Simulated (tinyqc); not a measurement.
Permeation of metal atoms or ions through a thin barrier or dielectric: time lag, field-aided drift and lifetime: one step, computed by the program tinyqc. Command: `OMP_NUM_THREADS=1 python tinyqc.py 3014749 3014750 out.jsonl barrier walk`. One thread of a shared host (Intel(R) Xeon(R) Processor @ 2.30GHz), about 0.01 s of CPU time with the checks.

The film 0 < x < d is empty at first; C = C0 at x = 0 and C = 0 at x = d. dC/dt = D d2C/dx2 - v dC/dx with drift v = D z e V/(k_B T d) (uniform field, no space charge).

Question. Steady flux and time lag. Steady flux J = (D C0/d) P/(1 - exp(-P)); time lag in units of d^2/D: s_L = [P (1 + exp(-P))/(1 - exp(-P)) - 2]/P^2 (P = 0: J = D C0/d, s_L = 1/6).

Inputs (values chosen for the exercise, for a model case: singly charged ions through a dielectric): thickness d = 28 nm; concentration at the source side C0 = 8.5e+14 1/cm^3; test temperature T = 175 C.

Peclet number P = 10.09877

diffusivity D = 8.057885e-17 cm^2/s

time scale d^2/D = 97296.01 s

Give: flux relative to D C0/d; steady flux J; time lag s_L; time lag.

Answer.

flux relative to D C0/d = 10.10

steady flux J = 2.470e+05 1/(cm^2 s)

time lag s_L = 0.07942

time lag = 7727 s

Drift rules: J tends to v C0 and the lag to the transit time d/v.
